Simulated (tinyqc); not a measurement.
Fermi-Dirac statistics of conduction electrons: one step. Reduced Fermi level by five rules. The numbers come from values chosen for the exercise (near those of Si, lowest valleys alone).

F_j(eta) = (1/Gamma(j + 1)) integral_0^infinity x^j dx/(1 + exp(x - eta)), which tends to exp(eta) for eta << 0.

With u = n/Nc: Boltzmann eta = ln u; Joyce-Dixon eta = ln u + u/sqrt(8) - 4.95009e-3 u^2 + 1.48386e-4 u^3 - 4.42563e-6 u^4; Nilsson eta = ln u/(1 - u^2) + v/(1 + (0.24 + 1.08 v)^-2) with v = (3 sqrt(pi) u/4)^(2/3); fully degenerate limit eta = v; exact: F_1/2(eta) = u.

u = n/Nc = 0.08643415
Task: Find eta = (EF - Ec)/kT by each rule.

Give: eta.

Result:

eta: Boltzmann -2.448, Joyce-Dixon -2.418, Nilsson -2.420, degenerate 0.236, exact -2.418

Against the exact value the errors are Boltzmann -0.031, Joyce-Dixon 0.000, Nilsson -0.002, degenerate limit +2.654 (in kT).

tinyqc: `OMP_NUM_THREADS=1 python tinyqc.py 1682773 1682774 out.jsonl`; about 0.01 s, one thread, shared Intel(R) Xeon(R) Processor @ 2.30GHz.
